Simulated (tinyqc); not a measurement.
Carrier density against temperature: charge neutrality of a doped semiconductor with incomplete ionisation. Computed by tinyqc, a small Python program. Command: `OMP_NUM_THREADS=1 python tinyqc.py 3007795 3007796 out.jsonl dopant walk`. One thread of a shared host (Intel(R) Xeon(R) Processor @ 2.30GHz), about 0.02 s of CPU time with the checks.

Energies are counted from the top of the valence band; E_D is measured down from the conduction band and E_A up from the valence band.

Inputs (values chosen for the exercise, modelled on CdTe):
```
quantity                    value   unit
gap at 0 K E_g0              1.61     eV
Varshni alpha            0.000308   eV/K
Varshni beta                  112      K
electron mass m_e          0.0985    m_0
valleys M_c                     1      -
hole mass m_h               0.622    m_0
donor density N_D               0  cm^-3
acceptor density N_A      2.3e+17  cm^-3
acceptor depth E_A           0.06     eV
acceptor degeneracy g_A         4      -
```

Doping: p-type. Statistics of the bands: Boltzmann.

Constants: k_B = 8.617333262e-05 eV/K; m_0 = 9.1093837015e-31 kg; k_B = 1.380649e-23 J/K; h = 6.62607015e-34 J s.

Method:
- E_g = E_g0 - alpha T^2/(T + beta).
- N_c = 2 M_c (2 pi m_e k_B T/h^2)^(3/2) and N_v = 2 (2 pi m_h k_B T/h^2)^(3/2), masses in units of m_0.
- n = N_c exp((E_F - E_g)/k_B T), p = N_v exp(-E_F/k_B T).
- N_A- = N_A/(1 + g_A exp((E_A - E_F)/k_B T)).
- Neutrality: p + N_D+ = n + N_A-; the log ratio is ln[(p + N_D+)/(n + N_A-)].
- Neutrality is solved by bisection at each T. The last column is -k_B d ln(p T^-3/4)/d(1/T) from this row and the one above; it turns negative as ionisation nears completion, when the density grows more slowly than that power of T.

Against temperature:
```
T (K)   p (cm^-3)  E_F from the band edge (eV)  ionised share  activation energy (eV)
25     1.1691e+11                      0.03177     5.0829e-07                       -
32     2.9593e+12                      0.03277     1.2867e-05                0.030000
44     7.3018e+13                      0.03472     3.1747e-04                0.029998
63     1.0369e+15                      0.03822     4.5084e-03                0.029974
99     1.0626e+16                      0.04600     4.6200e-02                0.029681
150    4.4152e+16                      0.05934     1.9196e-01                0.027919
230    1.0972e+17                      0.08566     4.7705e-01                0.021915
300    1.5277e+17                      0.11347     6.6420e-01                0.011186
350    1.7335e+17                      0.13554     7.5370e-01                0.001954
600    2.1332e+17                      0.26344     9.2746e-01               -0.014244
```

What follows from these numbers?

Between the two coldest rows the activation energy is 0.0300 eV, 0.50 of the dopant depth: without compensation E_F sits halfway between level and band, so half the depth shows. The density is within 10 % of the net doping in one row, 600 K.
